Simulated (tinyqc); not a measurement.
Inside a calculation. Method: Hubbard ring of 4 sites. Computed by tinyqc, a small Python program that keeps every step. Settings: hopping = 1.73, U = 9.8, mixing = 0.2, iteration cap = 83. Command: `OMP_NUM_THREADS=1 python tinyqc.py 25390 25391 out.jsonl` (the two numbers bound the seeds that draw the settings). One thread of a shared host (Intel(R) Xeon(R) Processor @ 2.60GHz), about 0.2 s of CPU time with the checks.

one-body matrix (hopping and site energies) (eV), order 1, 2, 3, 4:
$$\begin{pmatrix}
0.0000 & -1.7300 & 0.0000 & -1.7300 \\
-1.7300 & 0.0000 & -1.7300 & 0.0000 \\
0.0000 & -1.7300 & 0.0000 & -1.7300 \\
-1.7300 & 0.0000 & -1.7300 & 0.0000
\end{pmatrix}$$

U = 9.8000 eV

electrons, up and down: [2, 1]

n(up) at the start (a guess, not normalised): 1 0.9500, 2 0.0500, 3 0.9500, 4 0.0500

n(down) at the start (a guess): 1 0.0000, 2 0.7000, 3 0.0000, 4 0.7000

Each step fills the lowest levels of T + U n(other spin) and sets n(new) = n + mixing (n(out) - n); stop when output and input agree to 1e-8.

Course of the cycle:
```
iteration     E (eV)  largest |n(out) - n(in)|  mean |n_up - n_down|
1          -2.977544                  2.53e-01                0.6227
2          -3.023305                  2.03e-01                0.6136
3          -3.057174                  1.64e-01                0.6051
4          -3.081931                  1.32e-01                0.5974
5          -3.099908                  1.07e-01                0.5905
6          -3.112937                  8.65e-02                0.5844
7          -3.122395                  7.03e-02                0.5790
8          -3.129284                  5.73e-02                0.5742
9          -3.134327                  4.69e-02                0.5701
10         -3.138037                  3.84e-02                0.5665
11         -3.140780                  3.16e-02                0.5633
...              ...                       ...                   ...
73         -3.148912                  3.97e-06                0.5424
74         -3.148912                  3.45e-06                0.5424
75         -3.148912                  3.00e-06                0.5424
76         -3.148912                  2.61e-06                0.5424
77         -3.148912                  2.27e-06                0.5424
78         -3.148912                  1.97e-06                0.5424
79         -3.148912                  1.72e-06                0.5424
80         -3.148912                  1.49e-06                0.5424
81         -3.148912                  1.30e-06                0.5424
82         -3.148912                  1.13e-06                0.5424
83         -3.148912                  9.80e-07                0.5424
```

Can the last value be used, and what does the course show?

Not by the stop rule, although the second column moves by less than 1e-07 over the last three steps. Not converged within 83 iterations: the residual falls steadily but slowly, by a factor of about 0.87 a step. The lowest mean-field energy found from random starts is -3.56182 eV. Reruns (cap 100 unless said): mixing 0.5: converged in 42 to a higher stationary point (E = -3.14891); mixing 0.9: converged in 19 to a higher stationary point (E = -3.14891); the original settings with a cap of 400: converged in 116 to a higher stationary point (E = -3.14891).
